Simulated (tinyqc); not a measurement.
# Random telegraph noise from one oxide trap in a small MOSFET: what changes with what

An acceptor-like trap exchanges electrons with the channel. Inversion charge Q = Cox u, u = n Vt W0(exp((Vg - VT)/(n Vt))), W0 the Lambert function, n = nf, Cox = eps0 eox/tox; linear regime Id = (W/L) mu Q Vd. Relative to threshold the surface potential rises by Vt ln(u/u0) and the oxide voltage by the rest of Vg - VT, with u0 = n Vt W0(1).

Inputs (values chosen for the exercise); values of the order met in silicon transistors: temperature T = 300 K; relative permittivity of the gate insulator (close to zirconium oxide) eox = 24.7; insulator thickness tox = 11 nm; depth of the trap from the channel interface xt = 2.1 nm; trap level above the channel Fermi level at threshold E0 = 0.23 eV; capture prefactor s0 = 2e-16 cm^2; capture barrier (lattice relaxation) EB = 0.16 eV; tunnelling decay length lt = 0.1 nm; thermal velocity vth = 1.9e7 cm/s; thickness of the inversion layer zi = 3 nm; threshold voltage VT = 0.31 V; body factor nf = 1.37; gate width W = 21 nm; gate length L = 140 nm; mobility mu = 140 cm^2/(V s); scattering coefficient of the charged trap asc = 9.5e-16 V s; drain voltage Vd = 0.1 V; gate voltage Vg = 1.12 V.

Constants: q = 1.602176634e-19 C, kB = 1.380649e-23 J/K, Vt = kB T/q, eps0 = 8.8541878128e-14 F/cm where lengths are in cm. Results are converted to the units shown.

Each table varies one quantity; the others keep the values above.

## Time constants and noise against gate voltage

N = Cox u/q; dpsi = Vt ln(u/u0); E = E0 - dpsi - (xt/tox)(Vg - VT - dpsi); capture time tc = 1/[(N/zi) vth s0 exp(-xt/lt - EB/Vt)]; emission time te = tc exp(-E/Vt); occupancy te/(tc + te). A = W L; threshold step dV = q (1 - xt/tox)/(Cox A); gm/Id = 1/(u + n Vt); relative step dI/I = (gm/Id) dV + asc mu/A. fc = (1/tc + 1/te)/(2 pi); rms = (dI/I) sqrt(tc te)/(tc + te).

Time constants and noise against gate voltage:

| Vg (V) | E (eV) | tc (s) | te (s) | occupancy | dI/I (%) | fc (Hz) | rms dI/I (%) |
|---|---|---|---|---|---|---|---|
| 0.88 | 0.054892 | 8.5581 | 1.0238 | 0.10685 | 0.88447 | 0.17405 | 0.27323 |
| 0.94 | 0.041117 | 7.6593 | 1.5612 | 0.16932 | 0.84191 | 0.12272 | 0.31574 |
| 1 | 0.027561 | 6.9271 | 2.3853 | 0.25615 | 0.80678 | 0.089698 | 0.35216 |
| 1.06 | 0.014186 | 6.3196 | 3.6506 | 0.36615 | 0.77731 | 0.068781 | 0.37447 |
| 1.12 | 9.6570e-4 | 5.8079 | 5.5950 | 0.49066 | 0.75226 | 0.055849 | 0.37607 |
| 1.18 | -0.012123 | 5.3713 | 8.5851 | 0.61514 | 0.73072 | 0.048169 | 0.35554 |
| 1.24 | -0.025099 | 4.9946 | 13.187 | 0.72529 | 0.71201 | 0.043935 | 0.31782 |
| 1.3 | -0.037975 | 4.6664 | 20.274 | 0.81290 | 0.69561 | 0.041957 | 0.27128 |
| 1.36 | -0.050765 | 4.3779 | 31.194 | 0.87693 | 0.68113 | 0.041456 | 0.22376 |

tc falls from 8.56 to 4.38 s as the channel fills and te rises from 1.02 to 31.2 s; they are equal at Vg = 1.12 V, where E = 0. The rms noise goes from 0.273 through a maximum of 0.376 (at Vg = 1.12 V among the rows listed) to 0.224 %. The slope -Vt d ln(tc/te)/dVg is 0.230 between the first two rows and 0.213 between the last two; it tends to xt/tox = 0.191 only when the surface potential stops moving.

## Effect of the depth of the trap from the channel interface

Same model as above.

Effect of the depth of the trap from the channel interface:

| xt (nm) | E (eV) | tc (s) | te (s) | occupancy | dI/I (%) | fc (Hz) | rms dI/I (%) |
|---|---|---|---|---|---|---|---|
| 0.55 | 0.10215 | 1.0776e-6 | 2.0725e-8 | 0.018870 | 0.80449 | 7.8271e6 | 0.10946 |
| 1.65 | 0.030340 | 0.064520 | 0.019953 | 0.23620 | 0.76743 | 10.443 | 0.32596 |
| 2.75 | -0.041464 | 3863.1 | 19209 | 0.83256 | 0.73036 | 4.9484e-5 | 0.27269 |
| 3.85 | -0.11327 | 2.3130e8 | 1.8493e10 | 0.98765 | 0.69330 | 6.9670e-10 | 0.076578 |
| 4.95 | -0.18507 | 1.3849e13 | 1.7804e16 | 0.99922 | 0.65623 | 1.1501e-14 | 0.018288 |
| 6.05 | -0.25688 | 8.2918e17 | 1.7140e22 | 0.99995 | 0.61917 | 1.9195e-19 | 0.0043063 |
| 7.15 | -0.32868 | 4.9647e22 | 1.6502e28 | 1.0000 | 0.58211 | 3.2058e-24 | 0.0010097 |

As xt goes from 0.55 to 7.15, tc rises from 1.08e-6 to 4.96e22 s, te rises from 2.07e-8 to 1.65e28 s and dI/I falls from 0.804 to 0.582 %. tc grows a decade every lt ln 10 = 0.230 nm of depth; traps spread evenly in depth therefore give corner frequencies spread evenly on a log scale, whose sum is 1/f noise if the traps contribute equal variances.

Range of the model: VT is taken as given; short-channel effects and the uneven flow of current among few electrons are left out.

Program tinyqc, `OMP_NUM_THREADS=1 python tinyqc.py 2710017 2710018 out.jsonl`; Intel Xeon 2.30GHz, shared host, one thread, about 0.01 s.
